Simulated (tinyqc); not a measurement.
# Long-channel MOSFET, surface-potential model: effects of single changes

n-channel transistor on a uniformly doped p-type body, gradual-channel approximation, constant mobility, Boltzmann statistics, full ionisation. Potentials are counted from the neutral body; V is the electron quasi-Fermi potential, Vsb at the source and Vsb + Vds at the drain. Charges are magnitudes per area.

Values chosen for this exercise; material values close to those of gallium nitride:
- T = 250 K (temperature)
- Eg = 3.35 eV (band gap)
- eps_r = 9.42 (relative permittivity of the semiconductor)
- Nc = 1.72e18 cm^-3 (conduction-band density of states at T)
- Nv = 3.51e19 cm^-3 (valence-band density of states at T)
- Na = 4.3e16 cm^-3 (acceptor density of the body)
- eox = 3.76 (relative permittivity of the gate insulator)
- tox = 23 nm (insulator thickness)
- Vfb = -1.26 V (flat-band voltage)
- mu = 460 cm^2/(V s) (channel mobility)
- W = 10 um (gate width)
- L = 5 um (gate length)
- Vsb = 0 V (source-body reverse bias)
- Vgs = 3.6 V (gate-source voltage)
- Vds = 0.8 V (drain-source voltage)

Constants: q = 1.602176634e-19 C, kB = 1.380649e-23 J/K, Vt = kB T/q, eps0 = 8.8541878128e-14 F/cm where lengths are in cm. Results are converted to the units shown.

Each table varies one quantity; the others keep the values above.

## Effect of the insulator thickness

ni = sqrt(Nc Nv) exp(-Eg/(2 Vt)), Eg in volts; phiF = Vt ln(Na/ni); Cox = eps0 eox/tox; gamma = sqrt(2 q eps0 eps_r Na)/Cox. The surface potential psi at channel potential V solves Vgs + Vsb - Vfb - psi = gamma sqrt(G), G = psi - Vt + Vt exp((psi - 2 phiF - V)/Vt). Charge sheet: Qi = Cox gamma [sqrt(G) - sqrt(psi - Vt)]; I = mu (W/L) [integral of Qi dpsi from psi_0 to psi_L (drift) + Vt (Qi0 - QiL) (diffusion)], with psi_0 at V = Vsb and psi_L at V = Vsb + Vds. VT = Vfb + 2 phiF + gamma sqrt(2 phiF + Vsb), m = 1 + gamma/(2 sqrt(2 phiF + Vsb)). The swing is 20 mV/log10[I(VT - 0.14 V)/I(VT - 0.16 V)] of the charge-sheet current at the given Vds.

Effect of the insulator thickness:

| tox (nm) | gamma (V^0.5) | VT (V) | m | swing (mV/decade) | I at Vgs, Vds (uA) |
|---|---|---|---|---|---|
| 7.7 | 0.2479 | 2.304 | 1.070 | 53.37 | 225.1 |
| 10 | 0.3220 | 2.435 | 1.091 | 54.44 | 143.0 |
| 14 | 0.4508 | 2.663 | 1.127 | 56.30 | 64.89 |
| 19 | 0.6118 | 2.948 | 1.173 | 58.62 | 20.88 |
| 25 | 0.8050 | 3.289 | 1.228 | 61.41 | 2.848 |
| 34 | 1.095 | 3.802 | 1.310 | 65.58 | 1.353e-5 |
| 46 | 1.481 | 4.485 | 1.419 | 71.16 | 8.404e-15 |

As tox goes from 7.7 to 46 nm, VT rises from 2.30 to 4.49 V, the swing rises from 53.4 to 71.2 mV a decade and the current falls from 225 to 8.40e-15 uA. The swing is 0.55 % above m Vt ln 10 in the first row and 1.1 % above it in the last. The gate voltage is below VT in 2 of the 7 rows. For tox = 7.7 to 25 nm the surface electron density at the source passes 0.3 Nc, where degeneracy and quantisation, left out here, matter.

## Output curve

Pao-Sah: Qi(V) = (Cox gamma/2) integral from 3 Vt to psi of exp((u - 2 phiF - V)/Vt)/sqrt(G(u, V)) du, and I = mu (W/L) integral of Qi dV from Vsb to Vsb + Vds. Square law: VT = Vfb + 2 phiF + gamma sqrt(2 phiF + Vsb), m = 1 + gamma/(2 sqrt(2 phiF + Vsb)), I = mu Cox (W/L) [(Vgs - VT) v - m v^2/2] with v the smaller of Vds and (Vgs - VT)/m, and zero below VT.

In this table Vgs = 3.6 V.

Results:

| Vds (V) | psi_L (V) | QiL (nC/cm^2) | I, charge sheet (uA) | I, Pao-Sah (uA) | I, square law (uA) |
|---|---|---|---|---|---|
| 0.06 | 3.275 | 36.08 | 2.242 | 2.261 | 3.101 |
| 0.12 | 3.328 | 26.79 | 3.967 | 4.001 | 5.623 |
| 0.25 | 3.433 | 8.562 | 6.032 | 6.083 | 9.097 |
| 0.31 | 3.467 | 2.615 | 6.326 | 6.379 | 9.783 |
| 0.37 | 3.480 | 0.3009 | 6.390 | 6.443 | 9.918 |
| 0.43 | 3.482 | 0.02003 | 6.396 | 6.449 | 9.918 |
| 0.5 | 3.482 | 7.813e-4 | 6.396 | 6.449 | 9.918 |
| 0.56 | 3.482 | 4.823e-5 | 6.396 | 6.449 | 9.918 |

Estimate the missing row, Vds = 0.18 V.

Computed row:

| Vds (V) | psi_L (V) | QiL (nC/cm^2) | I, charge sheet (uA) | I, Pao-Sah (uA) | I, square law (uA) |
|---|---|---|---|---|---|
| 0.18 | 3.379 | 17.91 | 5.192 | 5.236 | 7.565 |

With this row back in the table: The Pao-Sah current rises from 2.26 to 6.45 uA, while the charge at the drain end falls from 36.1 to 4.82e-5 nC/cm^2. The current first comes within 1 % of its last value at Vds = 0.37 V among the rows listed; the square law saturates at (Vgs - VT)/m = 0.351 V. Over the last two rows psi_L moves by less than 1 mV: the drain has lost hold of the surface potential, so the current no longer grows. In the last row the charge sheet is 0.82 % below Pao-Sah and the square law 54 % above it. In every row the surface electron density at the source passes 0.3 Nc, where degeneracy and quantisation, left out here, matter.

## Effect of the acceptor density of the body

Same model as above.

Results:

| Na (cm^-3) | gamma (V^0.5) | VT (V) | m | swing (mV/decade) | I at Vgs, Vds (uA) |
|---|---|---|---|---|---|
| 4.3e15 | 0.2342 | 2.174 | 1.067 | 53.24 | 88.45 |
| 1.5e16 | 0.4374 | 2.588 | 1.125 | 56.16 | 46.60 |
| 2.7e16 | 0.5869 | 2.880 | 1.166 | 58.29 | 21.58 |
| 5e16 | 0.7986 | 3.286 | 1.226 | 61.30 | 3.174 |
| 9.3e16 | 1.089 | 3.835 | 1.306 | 65.41 | 5.983e-6 |
| 1.7e17 | 1.473 | 4.554 | 1.413 | 70.82 | 1.644e-15 |

Estimate the missing row, Na = 8e15 cm^-3.

Computed row:

| Na (cm^-3) | gamma (V^0.5) | VT (V) | m | swing (mV/decade) | I at Vgs, Vds (uA) |
|---|---|---|---|---|---|
| 8e15 | 0.3195 | 2.352 | 1.091 | 54.47 | 70.50 |

With this row back in the table: As Na goes from 4.3e15 to 1.7e17 cm^-3, VT rises from 2.17 to 4.55 V, the swing rises from 53.2 to 70.8 mV a decade and the current falls from 88.4 to 1.64e-15 uA. The swing is 0.56 % above m Vt ln 10 in the first row and 1.1 % above it in the last. The gate voltage is below VT in 2 of the 7 rows. For Na = 4.3e15 to 5e16 cm^-3 the surface electron density at the source passes 0.3 Nc, where degeneracy and quantisation, left out here, matter.

Computed by the program tinyqc: `OMP_NUM_THREADS=1 python tinyqc.py 2360052 2360053 out.jsonl`, one thread of a shared Intel Xeon 2.30GHz, about 0.04 s for the whole run.
